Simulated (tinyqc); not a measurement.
# Depletion depth for a wanted scale length

Question. A single-gate structure has eps_r tan(pi ti/Lambda) + ei tan(pi ts/Lambda) = 0 for its lowest mode, with both thicknesses below Lambda. Find ts.

Inputs (values chosen for the exercise); permittivities: semiconductor made up, insulator close to that of hafnium oxide: relative permittivity of the semiconductor eps_r = 16.4; relative permittivity of the insulator ei = 21.8; insulator thickness ti = 3.5 nm.

Lambda = 17.781488 nm

Solution. The condition is explicit in ts: an arctangent, taken between 0 and pi.

ts = 15.0 nm

Computed by the program tinyqc: `OMP_NUM_THREADS=1 python tinyqc.py 2420059 2420060 out.jsonl`, one thread of a shared Intel Xeon 2.30GHz, about 0.01 s for the whole run.
